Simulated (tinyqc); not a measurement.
Temperature and isotope dependence of a band gap in oscillator models, step by step. Values are carried at full precision from step to step, so a last printed digit may differ when a step is redone from the rounded ones.

E(T) = E0 - sum_i sl_i th_i n_i(T), n = 1/(exp(th/T) - 1). The same coupling lowers the gap at 0 K by the zero-point term ZP = sum_i sl_i th_i/2, so the gap of the static lattice is E0 + ZP. Thermal expansion is taken as part of the slopes.

Values chosen for the exercise (near those of Ge; the results hold for these values, not for the real material):
- E0 = 0.746 eV (gap at 0 K)
- th = (89, 368) K (temperatures of two oscillators)
- sl = (0.1576, 0.2364) meV/K (their high-temperature slopes)
- T = 300 K (temperature)
- M = 72.56 u (mean atomic mass)
- dM = 0.75 u (change of the mean mass (not bounded by the natural isotopes))
- T12 = (130, 250) K (temperatures of the fits)

## The gap at T

Give the occupations, the two terms, the gap, ZP and the static gap.

n_i: 2.89547  0.41496

terms (meV): 40.613  36.100

E(T) = 0.6693 eV
ZP = 50.51 meV
static gap = 0.7965 eV

The thermal fall, 76.7 meV, is larger than the zero-point term, 50.5 meV; the soft oscillator supplies 53 % of the fall but 14 % of ZP. A calculation with clamped ions should be compared with the static gap.

## Slope and asymptote

dE/dT = -sum sl_i (th_i/T)^2 n_i (1 + n_i). At high T, n -> T/th - 1/2, so E -> E0 + ZP - (sum sl_i) T. Give the slope, its ratio to the limit, and the value at 0 K of the tangent drawn at T.

dE/dT = -0.3653 meV/K
ratio to the limiting slope = 0.9272
intercept of the tangent = 0.7789 eV
intercept - E0 = 32.88 meV

The tangent recovers 65 % of ZP: the extrapolation works only from T well above the higher oscillator (368 K).

## Isotope effect

With M -> M + dM the oscillator temperatures scale as M^(-1/2) and the slopes stay. Give th, ZP, E0 (static gap fixed) and E(T) for the new mass, and the linear rule dE0 = ZP dM/(2 M).

th (K): 88.54  366.11

ZP = 50.252 meV
shift of E0 = 0.259 meV
linear rule = 0.261 meV
shift of E(T) = 0.090 meV

The heavier crystal has the wider gap. At 300 K 35 % of the shift at 0 K is left; it fades at high T, where the motion is classical and the mean-square amplitude no longer depends on mass.

## Two common fits

Two-parameter forms are made to pass through the falls at the two temperatures T12: Varshni aV T^2/(T + bV), from the line T^2/fall = (T + bV)/aV; one oscillator s1 t1/(exp(t1/T) - 1), with t1 from the ratio of the falls.

Give the falls and the parameters.

falls (meV): 19.7202  58.7093

aV = 0.5781 meV/K
bV = 365 K
t1 = 199.0 K
s1 = 0.3590 meV/K
ZP of the one-oscillator fit = 35.7 meV

The limiting slope of the model is 0.3940 meV/K; Varshni puts it +47 % off and one oscillator -9 %. The ZP of the fit differs from the true one by -14.8 meV.

## Checks

- Slope by finite differences against the formula (meV/K): both 0.36531.
- Fall at 20 times the higher oscillator temperature against the asymptote (meV): 2849.7 against 2849.3.

(tinyqc, `OMP_NUM_THREADS=1 python tinyqc.py 1880956 1880957 out.jsonl`, Intel(R) Xeon(R) Processor @ 2.30GHz, 1 thread, shared host, about 0.01 s.)
